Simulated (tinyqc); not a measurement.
# Frequency dispersion of an accumulation capacitance by border traps, distributed model: two studies

Traps spread evenly through the insulator exchange electrons with the semiconductor by tunnelling, with tau(x) = t0 exp(2 ka x) at depth x from the interface. The admittance per area Y seen at depth x obeys dY/dx = -Y^2/(i w eps0 eox) + q Nb ln(1 + i w tau)/tau, with Y(0) = i w Cs and w = 2 pi f; the gate sees Y(tox) = G + i w C. Working variable y = Y/(i w), in uF/cm^2. Cox = eps0 eox/tox.

Parameters, values chosen for the exercise; permittivity close to that of zirconium oxide: relative permittivity of the insulator eox = 21.9; insulator thickness tox = 10 nm; semiconductor capacitance in accumulation Cs = 0.74 uF/cm^2; density of border traps Nb = 1e19 cm^-3 eV^-1; decay constant of the wave function in the insulator ka = 6.1 1/nm; time constant of a trap at the interface t0 = 5e-11 s; frequency f = 1000 Hz.

Constants: q = 1.602176634e-19 C, eps0 = 8.8541878128e-14 F/cm where lengths are in cm. Results are converted to the units shown.

Each table varies one quantity; the others keep the values above.

## Capacitance and loss against frequency

Cox; trap-free value 1/(1/Cox + 1/Cs); response depth d = ln(1/(w t0))/(2 ka), where w tau = 1; lumped estimate: all traps within d act as C_bt = q Nb d placed at d/2, so C = 1/{1/[1/(1/Cs + d/(2 eps0 eox)) + C_bt] + (tox - d/2)/(eps0 eox)}. C and G from a fine integration; dispersion -d C/d log10 f over C, from f times and over 1.1. For a broad spread of time constants G/w is close to -(pi/2) dC/d ln w.

The same in every row: trap-free C (uF/cm^2) = 0.5356.

Capacitance and loss against frequency:
```
f (Hz)  d (nm)  C (uF/cm^2)  G/w (uF/cm^2)  dispersion (% a decade)  -(pi/2) dC/d ln w (uF/cm^2)  lumped C (uF/cm^2)
10       1.605       0.6740        0.01043                    2.269                      0.01043              0.6667
100      1.416       0.6587        0.01044                    2.322                      0.01044              0.6516
1000     1.227       0.6434        0.01045                    2.381                      0.01045              0.6364
10000    1.039       0.6280        0.01047                    2.444                      0.01047              0.6211
1e5     0.8499       0.6127        0.01050                    2.513                      0.01050              0.6058
1e6     0.6611       0.5972        0.01054                    2.588                      0.01054              0.5904
1e7     0.4724       0.5818        0.01059                    2.670                      0.01059              0.5749
```

What does the comparison show?

C falls from 0.6740 to 0.5818 uF/cm^2, towards the trap-free 0.5356; each decade of frequency removes ln 10/(2 ka) = 0.189 nm from the response depth. The dispersion rises from 2.27 to 2.67 % a decade and G/w rises from 0.0104 to 0.0106 uF/cm^2. G/w lies between 0.999 and 1.00 times -(pi/2) dC/d ln w, the relation for a broad spread of time constants.

## Effect of the semiconductor capacitance in accumulation

Same model as above.

The same in every row: d (nm) = 1.227.

Result of one run:
columns A: Cs (uF/cm^2); B: C (uF/cm^2); C: G/w (uF/cm^2); D: dispersion (% a decade); E: -(pi/2) dC/d ln w (uF/cm^2); F: lumped C (uF/cm^2); G: trap-free C (uF/cm^2)
```
A       B         C       D         E      F      G
10  1.634  0.001481  0.1327  0.001480  1.633  1.624
```

What becomes of these results when the semiconductor capacitance in accumulation Cs is changed from 10 to 0.39 uF/cm^2, all else the same?

Result of the changed run:
columns A: Cs (uF/cm^2); B: C (uF/cm^2); C: G/w (uF/cm^2); D: dispersion (% a decade); E: -(pi/2) dC/d ln w (uF/cm^2); F: lumped C (uF/cm^2); G: trap-free C (uF/cm^2)
```
A          B        C      D        E       F       G
0.39  0.4627  0.01296  4.106  0.01296  0.4540  0.3247
```

The whole series:
columns A: Cs (uF/cm^2); B: C (uF/cm^2); C: G/w (uF/cm^2); D: dispersion (% a decade); E: -(pi/2) dC/d ln w (uF/cm^2); F: lumped C (uF/cm^2); G: trap-free C (uF/cm^2)
```
A          B         C        D         E       F       G
0.2   0.3418   0.01480    6.345   0.01479  0.3319  0.1813
0.39  0.4627   0.01296    4.106   0.01296  0.4540  0.3247
0.75  0.6479   0.01039    2.351   0.01039  0.6409  0.5408
1.4   0.8864  0.007496    1.240  0.007495  0.8814  0.8130
2.8    1.186  0.004528   0.5595  0.004527   1.183   1.146
5.4    1.447  0.002552   0.2585  0.002551   1.445   1.427
10     1.634  0.001481   0.1327  0.001480   1.633   1.624
20     1.773  8.760e-4  0.07230  8.743e-4   1.772   1.768
```

As Cs goes from 0.2 to 20, C rises from 0.342 to 1.77 uF/cm^2, the dispersion falls from 6.35 to 0.0723 % a decade and G/w falls from 0.0148 to 8.76e-4 uF/cm^2. The lumped estimate is 2.9 % below C in the first row and 0.044 % below it in the last. The same traps disperse C more when Cs is small, since they then add to the weaker series term.

tinyqc, about 0.6 s, one thread, Intel Xeon 2.30GHz (shared host): `OMP_NUM_THREADS=1 python tinyqc.py 2202238 2202239 out.jsonl`
